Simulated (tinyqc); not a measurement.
Six-transistor SRAM cell, nodal equations and margins: one step of the calculation.

Two cross-coupled inverters (pull-down bn, pull-up bp) hold the nodes Q and QB; access transistors (ba, threshold VTn, gate on the word line at Vdd when selected) join them to the bit lines. Transistor (EKV form, voltages against the body): I = 2 n b Vt^2 [F(vp - Vs) - F(vp - Vd)] from drain to source, F(v) = ln^2(1 + exp(v/(2 Vt))), vp = (Vg - VT + sg |Vd - Vs|)/n. n-channel bodies are at 0; for the p-channel device all voltages are counted down from Vdd. b in uA/V^2 gives I in uA. For an access transistor the bit line is the drain and the node the source. In a read both bit lines are at Vdd. The cell is symmetric (no mismatch).

Problem. Read current and disturbance. Iread = Ia(bit line at Vdd, source Q); cell ratio bn/ba; time to pull a bit line of 20 fF down by 0.1 V at that current.

Inputs (values chosen for the exercise): temperature T = 400 K; supply voltage Vdd = 0.8 V; slope factor n = 1.17; drain-induced barrier lowering sg = 0.062; n-channel threshold VTn = 0.26 V; gain factor of the pull-down transistor bn = 600 uA/V^2; gain factor of the access transistor ba = 300 uA/V^2.

Constants: q = 1.602176634e-19 C, kB = 1.380649e-23 J/K, Vt = kB T/q. Results are converted to the units shown.

(Q, QB) (V): Q 0.096986050, QB 0.79912964

Find: Iread; cell ratio; time.

Solution.

Iread = 28.36 uA
cell ratio = 2.000
time = 70.52 ps

tinyqc, about 0.1 s, one thread, Intel Xeon 2.30GHz (shared host): `OMP_NUM_THREADS=1 python tinyqc.py 2340056 2340057 out.jsonl`
